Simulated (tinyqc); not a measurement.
Self-heating of a transistor with one or more fingers, with temperature-dependent conductivity: one step, computed by the program tinyqc. Command: `OMP_NUM_THREADS=1 python tinyqc.py 3001916 3001917 out.jsonl selfheat walk`. One thread of a shared host (Intel(R) Xeon(R) Processor @ 2.30GHz), about 0.07 s of CPU time with the checks.

N long parallel fingers lie on the top face of a slab whose bottom is held at T_0; the top is otherwise insulated, and heat flows in two dimensions. P in W/mm is 1000 P in W/m.

Problem. Extra rise from ballistic phonons. Near a source smaller than the free path, Fourier's law overstates the flow. Rough estimate: a strip that emits phonons into a half space adds a resistance times area of 4 Lambda/(3 kappa_0), from the ballistic flux C v Delta T/4 with kappa_0 = C v Lambda/3, so Delta T_b = 4 Lambda P/(3 kappa_0 w); Knudsen number Lambda/w.

Inputs (values chosen for the exercise, modelled on sapphire):

| quantity | value | unit |
|---|---|---|
| conductivity at the base temperature kappa_0 | 33 | W/(m K) |
| power per gate width P | 0.87 | W/mm |
| width of the heat source w | 0.17 | micrometre |
| phonon free path Lambda | 15 | nm |

Power: fixed power.

largest theta = 70.55116 K

Give: Knudsen number; ballistic rise Delta T_b; Delta T_b / largest theta.

Solution.

Knudsen number = 0.088235

ballistic rise Delta T_b = 3.1016 K

Delta T_b / largest theta = 0.043962

By this estimate the ballistic term is at most a fifth of the Fourier rise.
